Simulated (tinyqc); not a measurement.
Worked calculation: finite square well with mass mismatch (envelope functions). Values are carried at full precision from step to step, so a last printed digit may differ when a step is redone from the rounded ones.

A square well of width L and depth V0, mass mw inside and mb outside, energies from the bottom of the well, c = hbar^2/2m0. k = sqrt(mw E/c), kappa = sqrt(mb (V0 - E)/c). psi and psi'/m are continuous at the walls (BenDaniel-Duke), so level n solves k L + 2 atan[(k/mw)/(kappa/mb)] = n pi.

Constants: hbar^2/2m0 = 3.80998211 eV angstrom^2.

Inputs chosen for the exercise (near those of the light valleys of a Si film in SiO2; the results hold for these values, not for the real material): L = 46 angstrom (well width); V0 = 3.174 eV (barrier height); mw = 0.185 m0 (mass in the well); mb = 0.485 m0 (mass in the barrier); alpha_w = 0.48 1/eV (non-parabolicity in the well); alpha_b = 0.16 1/eV (non-parabolicity in the barrier).

## How many levels are bound

At E = V0 the arctangent equals pi/2, so level n is bound if k0 L > (n - 1) pi with k0 = sqrt(mw V0/c). Compare with the infinitely deep well, E1(hard) = c (pi/L)^2/mw.

k0 = 0.39258 1/angstrom
k0 L/pi = 5.7483
number of bound levels = 6
E1(hard) = 0.0961 eV

The count does not depend on mb. One more level binds at L = 48.0 angstrom.

## The lowest level by bisection

f(E) = k L + 2 atan[(k/mw)/(kappa/mb)] - pi rises with E. Twelve halvings of [0, V0]: keep the half in which f changes sign.

Bisection:
```
step  low (eV)  high (eV)  midpoint (eV)        k    kappa        f
1      0.00000    3.17400        1.58700  0.27760  0.44947  11.6629
2      0.00000    1.58700        0.79350  0.19629  0.55048   7.3912
3      0.00000    0.79350        0.39675  0.13880  0.59459   4.3415
4      0.00000    0.39675        0.19837  0.09814  0.61546   2.1650
5      0.00000    0.19837        0.09919  0.06940  0.62563   0.6168
6      0.00000    0.09919        0.04959  0.04907  0.63066  -0.4818
7      0.04959    0.09919        0.07439  0.06010  0.62815   0.1146
8      0.04959    0.07439        0.06199  0.05486  0.62940  -0.1685
9      0.06199    0.07439        0.06819  0.05754  0.62878  -0.0237
10     0.06819    0.07439        0.07129  0.05884  0.62846   0.0462
11     0.06819    0.07129        0.06974  0.05819  0.62862   0.0114
12     0.06819    0.06974        0.06897  0.05787  0.62870  -0.0061
```

After twelve halvings the bracket is V0/4096 = 0.775 meV wide.

## Bound levels

Solve the condition for each n (six at most). With A = cos(kL/2) for even and sin(kL/2) for odd levels, the probability in the barriers is Pb = (A^2/kappa)/(A^2/kappa + L/2 +/- sin(kL)/(2k)), + for even.

Levels:
```
n  parity  E (eV)  k (1/angstrom)  kappa (1/angstrom)      Pb
1    even  0.0692         0.05798             0.62867  0.0033
2     odd  0.2788         0.11635             0.60709  0.0124
3    even  0.6331         0.17533             0.56873  0.0262
4     odd  1.1366         0.23493             0.50927  0.0444
5    even  1.7900         0.29481             0.41974  0.0701
6     odd  2.5807         0.35399             0.27481  0.1234
```

The lowest level lies at 72 % of the infinite-well value and decays into the barrier over 1/kappa = 1.6 angstrom. Above about 0.5 eV (from level 3 on) a parabolic band is a rough model.

## Mass in the plane and density of states

To first order in the in-plane energy, 1/m_par = (1 - Pb)/mw + Pb/mb for each subband. Each adds a step D = m_par/(2 pi c) to the density of states per area (spin included, one valley); 1/angstrom^2 = 1e16/cm^2.

Subbands:
```
n  m_par (m0)  D (1e13/(eV cm^2))
1      0.1854               7.744
2      0.1864               7.788
3      0.1881               7.856
4      0.1902               7.946
5      0.1934               8.078
6      0.2003               8.367
```

The mass is taken as isotropic here; the valleys of Si are not, and in the plane they have sqrt(ml mt), about 0.42 m0, so their real steps are about twice as large.

## Levels with energy-dependent masses

Non-parabolic bands: mw is replaced by mw (1 + alpha_w E) and mb by mb (1 - alpha_b (V0 - E)), in k, kappa and the matching condition alike.

Solve the same condition with the energy-dependent masses, and list the shift from the parabolic levels that exist in both.

Levels:
```
n  E (eV)  mass inside  mass outside  shift (meV)
1  0.0735       0.1915        0.2444          4.3
2  0.2724       0.2092        0.2598         -6.4
3  0.5542       0.2342        0.2817        -78.9
4  0.8852       0.2636        0.3074       -251.5
5  1.2446       0.2955        0.3353       -545.3
6  1.6207       0.3289        0.3645       -960.1
```

Level 1 moves by +4.3 meV and level 6 by -960.1 meV. The lighter mass deep in the barrier hardens the wall for low levels; the heavier mass in the well wins higher up.

## Checks

- Lowest level by finite differences (200 cells across the well) against the matching condition, eV: both 0.0692.

tinyqc: `OMP_NUM_THREADS=1 python tinyqc.py 1250820 1250821 out.jsonl`; about 0.01 s, one thread, shared Intel(R) Xeon(R) Processor @ 2.30GHz.
